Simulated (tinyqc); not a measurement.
Inside a calculation: short-period [001] superlattice in sp3s* tight binding. Values are carried at full precision from step to step, so a last printed digit may differ when a step is redone from the rounded ones.

sp3s* tight binding, nearest neighbours only: anion (a) at 0, cation (c) at a/4 (1,1,1), orbitals s, px, py, pz, s* on each; k in units of 2 pi/a. With phases e_j = exp(i (pi/2) k.n_j) for n = (1,1,1), (1,-1,-1), (-1,1,-1), (-1,-1,1): g0 = (e1+e2+e3+e4)/4, g1 = (e1+e2-e3-e4)/4, g2 = (e1-e2+e3-e4)/4, g3 = (e1-e2-e3+e4)/4. The diagonal holds the levels Esa, Epa, Exa (s*) and Esc, Epc, Exc. Anion-cation block: <sa|sc> = Vss g0; <sa|xc> = Vsapc g1; <xa|sc> = -Vscpa g1; <xa|xc> = Vxx g0; <xa|yc> = <ya|xc> = Vxy g3, <xa|zc> = <za|xc> = Vxy g2, <ya|zc> = <za|yc> = Vxy g1; <s*a|xc> = Vxapc g1; <xa|s*c> = -Vpaxc g1; y and z take g2 and g3 in place of g1; s-s* and s*-s* vanish.

Parameters, chosen for this exercise (A near a published set for GaAs, B for AlAs; not measured data): pA = (-8.354, 1.042, -2.655, 3.658, 8.593, 6.737, -6.454, 1.96, 5.074, 4.472, 5.79, 4.834, 4.799) eV (order Esa, Epa, Esc, Epc, Exa, Exc, Vss, Vxx, Vxy, Vsapc, Vscpa, Vxapc, Vpaxc); pB = (-7.531, 0.981, -1.164, 3.585, 7.505, 6.745, -6.665, 1.879, 4.304, 5.103, 5.488, 4.531, 4.987) eV (the same for B); dEv = 0.46 eV (valence offset: Ev(B) lies this far below Ev(A)); n = 1 (monolayers of A); m = 1 (monolayers of B).

## Band line-up of the two bulk crystals

Edges on the common scale: Ev, the conduction level at Gamma, the minimum on (kx,0,0) for kx from 0.5 to 1, and the level at X.

Edges (eV):

| crystal | Ev | Gamma | Delta minimum | X |
|---|---|---|---|---|
| A | 0.0000 | 1.5569 | 2.0326 | 2.0326 |
| B | -0.4600 | 2.5818 | 1.8084 | 1.8379 |

For Gamma electrons A is the well, 1.025 eV deep; for X electrons B is, 0.195 eV deep; holes sit in A.

## Shifted levels

Planes alternate anion, cation along [001], a/4 apart; at zero in-plane momentum s, pz, s* form one block. All levels of A are shifted so that its Ev (lower root of [[Epa, Vxx], [Vxx, Epc]]) is 0, and those of B so that its Ev is -dEv. A monolayer is an anion plane and the cation plane above it; an anion between unlike cations takes the mean of the two anion levels; each bond takes the couplings of its cation. Block from an anion to the cation above: U with Vss/2 (s,s), Vsapc/2 (s,z), -Vscpa/2 (z,s), Vxx/2 (z,z), Vxapc/2 (s*,z), -Vpaxc/2 (z,s*); to the cation below: the same with the s-z and s*-z signs reversed. The cell of n + m monolayers is closed with the phase exp(2 pi i q). No spin-orbit coupling. In this block 2 (n + m) levels are filled.

Parameters in the order Esa, Epa, Esc, Epc, Exa, Exc, Vss, Vxx, Vxy, Vsapc, Vscpa, Vxapc, Vpaxc. Find Ev of each set and shift the levels.

Ev before the shift (eV): A -0.0064, B -0.0030

Levels (eV):

| plane | s | p | s* |
|---|---|---|---|
| anion A | -8.3476 | 1.0484 | 8.5994 |
| cation A | -2.6486 | 3.6644 | 6.7434 |
| anion B | -7.9880 | 0.5240 | 7.0480 |
| cation B | -1.6210 | 3.1280 | 6.2880 |
| interface anion | -8.1678 | 0.7862 | 7.8237 |

## The matrix for n = 1, m = 1 at q = 0

Planes in the order a1, c1, a2, c2, ...; the A cations come first.

H (eV):
```
        sa1     za1     *a1     sc1     zc1     *c1     sa2     za2     *a2     sc2     zc2     *c2
sa1  -8.168       0       0  -3.227   2.236       0       0       0       0  -3.333  -2.551       0
za1       0   0.786       0  -2.895   0.980  -2.400       0       0       0   2.744   0.940   2.494
*a1       0       0   7.824       0   2.417       0       0       0       0       0  -2.265       0
sc1  -3.227  -2.895       0  -2.649       0       0  -3.227   2.895       0       0       0       0
zc1   2.236   0.980   2.417       0   3.664       0  -2.236   0.980  -2.417       0       0       0
*c1       0  -2.400       0       0       0   6.743       0   2.400       0       0       0       0
sa2       0       0       0  -3.227  -2.236       0  -8.168       0       0  -3.333   2.551       0
za2       0       0       0   2.895   0.980   2.400       0   0.786       0  -2.744   0.940  -2.494
*a2       0       0       0       0  -2.417       0       0       0   7.824       0   2.265       0
sc2  -3.333   2.744       0       0       0       0  -3.333  -2.744       0  -1.621       0       0
zc2  -2.551   0.940  -2.265       0       0       0   2.551   0.940   2.265       0   3.128       0
*c2       0   2.494       0       0       0       0       0  -2.494       0       0       0   6.288
```

## Levels of the small cell

Diagonalise (s, pz, s* block of a cell with n = 1, m = 1; px and py are apart). The lowest 4 levels are filled. Give the share of the cation weight of the lowest empty level that lies on the A cations, c1.

levels (eV): -12.379  -10.055  -7.230  -0.228  1.920  1.939  2.456  4.413  6.520  7.824  10.093  11.166

share on A cations = 0.817

The lowest empty level is number 5, at 1.920 eV.

## Checks

- Cell of two equal monolayers against the bulk levels at Gamma and X: they agree to 1e-10 or better.

Computed by tinyqc, a small Python program: `OMP_NUM_THREADS=1 python tinyqc.py 1480158 1480159 out.jsonl` (the numbers bound the seed that draws the inputs); one thread of a shared host (Intel(R) Xeon(R) Processor @ 2.30GHz), about 0.3 s for the whole set of steps.
